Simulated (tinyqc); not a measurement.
Stacked nanosheet transistor, parasitic resistance, capacitance and delay: one step of the calculation.

Ns sheets share one contact on top; each has perimeter p = 2 (Ws + ts) and cross-section A = Ws ts; contact width Wc = Ws + 10 nm, stack height Hs = Ns pv. Sheet 1 is the top one. Contact length Lc = CPP - Lg - 2 Lsp, shared by two neighbouring gates. Source and drain sides are equal. The formulas are first-order estimates, not field solutions.

Question. Capacitances. With N sheets: gate Cg = Cinv p N Lg; per side, plate Cp = ks eps0 [Wc (Hs + Hc) - N A]/Lsp, top fringe Cf = (2/pi) ks eps0 Wc ln(1 + Lg/(2 Lsp)), overlap Co = Cinv p N Lov. Cs = Cp + Cf + Co. An inverter of two such devices driving an equal one has the load CL = 2 (Cg + 2 Cs) + 4 Cs + Cw (its own drains counted twice for the Miller effect).

Parameters, values chosen for the exercise; values close to those of silicon logic devices:
```
symbol  value     unit                              meaning
Ns          3                              number of sheets
Ws         30       nm                          sheet width
ts          6       nm                      sheet thickness
pv         14       nm         vertical pitch of the sheets
Lg         16       nm                          gate length
Lsp         6       nm                        spacer length
ks        5.5           relative permittivity of the spacer
Hc         30       nm  gate height above the channel stack
Lov         1       nm                         gate overlap
Cinv      2.3  uF/cm^2                inversion capacitance
Cw        0.2       fF                            wire load
```

Constants: eps0 = 8.8541878128e-12 F/m. Results are converted to the units shown.

Find: Cg; Cp; Cf; Co; CL.

Answer.

Cg = 79.49 aF
Cp = 18.99 aF
Cf = 1.051 aF
Co = 4.968 aF
CL = 559.1 aF

The channel capacitance gives 28.4 % of CL, the parasitic parts 35.8 % and the wire 35.8 %.

Computed by the program tinyqc: `OMP_NUM_THREADS=1 python tinyqc.py 2170074 2170075 out.jsonl`, one thread of a shared Intel Xeon 2.30GHz, about 0.1 s for the whole run.
